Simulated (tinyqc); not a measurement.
Film, cylinder and sphere at the same misfit: thermal stress, cracking, delamination and buckling of a thin film; Griffith cracks and misfitting inclusions. Computed by tinyqc, a small Python program. Command: `OMP_NUM_THREADS=1 python tinyqc.py 3028477 3028478 out.jsonl filmcrack walk`. One thread of a shared host (Intel(R) Xeon(R) Processor @ 2.30GHz), about 0.01 s of CPU time with the checks.

Isotropic linear elasticity; the substrate is much thicker than the film; stress is positive in tension.

Inputs (values chosen for the exercise, modelled on an aluminium film on silicon):

| quantity | value | unit |
|---|---|---|
| film Young's modulus E | 70.7 | GPa |
| film Poisson ratio nu | 0.34 | - |
| film expansion alpha_f | 22 | 1e-6/K |
| substrate expansion alpha_s | 3.6 | 1e-6/K |
| deposition temperature T_d | 550 | K |
| final temperature T | 300 | K |
| intrinsic stress | 81 | MPa |
| film thickness h | 0.33 | micrometre |
| substrate Young's modulus E_s | 147 | GPa |
| substrate Poisson ratio nu_s | 0.24 | - |

Method. Thermal strain = (alpha_f - alpha_s)(T_d - T); stress = E/(1 - nu) x strain + intrinsic stress; plane-strain modulus Ebar = E/(1 - nu^2); G0 = stress^2 h/(2 Ebar) is the energy freed per area when a long strip loses its stress across its width. Thermal misfit e alone, mean stress = trace/3 and largest difference of principal stresses inside. Film: E e/(1 - nu) in two directions, 0 in the third. Cylinder: s0 = (1 + nu) e/[(1 + nu)(1 - 2 nu)/E + (1 + nu_s)/E_s] twice and s_zz = E e + 2 nu s0. Sphere: e/[(1 - 2 nu)/E + (1 + nu_s)/(2 E_s)] three times.

thermal strain = 0.0046

Stresses inside (MPa):

| shape | s1 | s2 | s3 | mean | largest difference |
|---|---|---|---|---|---|
| film | 492.76 | 492.76 | 0.00 | 328.51 | 492.76 |
| cylinder | 425.09 | 425.09 | 614.28 | 488.15 | 189.19 |
| sphere | 526.08 | 526.08 | 526.08 | 526.08 | 0.00 |

What follows from these numbers?

The mean stress in size is 329 MPa in the film, 488 in the cylinder and 526 in the sphere, while the largest difference, twice the largest shear stress, goes from 493 through 189 to 0. In a ductile solid shear can relax by slip and hydrostatic stress cannot, so a confined metal builds up the triaxial stress that opens voids.

Extremes, crossings and ranges named in words are read from the listed rows.
